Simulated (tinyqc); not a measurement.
## Well width from the intersubband spacing

Problem. In an empty well of width L and depth Vb, level k solves kw L/2 = (k - 1) pi/2 + arctan(sqrt((mw/mb)(Vb - E)/E)) with kw = sqrt(mw E/C), C = hbar^2/(2 m0). Find L, E1 and E2 from the spacing.

Values chosen for this exercise; material values close to those of GaAs in AlGaAs:
- mw = 0.067 m0 (mass along z in the well)
- mb = 0.0896 m0 (mass along z in the barriers)
- Vb = 0.257 eV (barrier height)

Constants: q = 1.602176634e-19 C, hbar = 1.054571817e-34 J s, m0 = 9.1093837015e-31 kg, hbar^2/(2 m0) = 0.0380998212 eV nm^2. Results are converted to the units shown.

E2 - E1 = 26.559043 meV

Answer. Both levels are solved for trial widths until their difference matches. A second level is bound only for L above 4.67 nm, and over that range one width gives this spacing.

L = 21.7 nm
E1 = 8.88 meV
E2 = 35.4 meV

Numbers from tinyqc (`OMP_NUM_THREADS=1 python tinyqc.py 2140005 2140006 out.jsonl`; about 0.2 s on one thread of a shared Intel Xeon 2.30GHz).
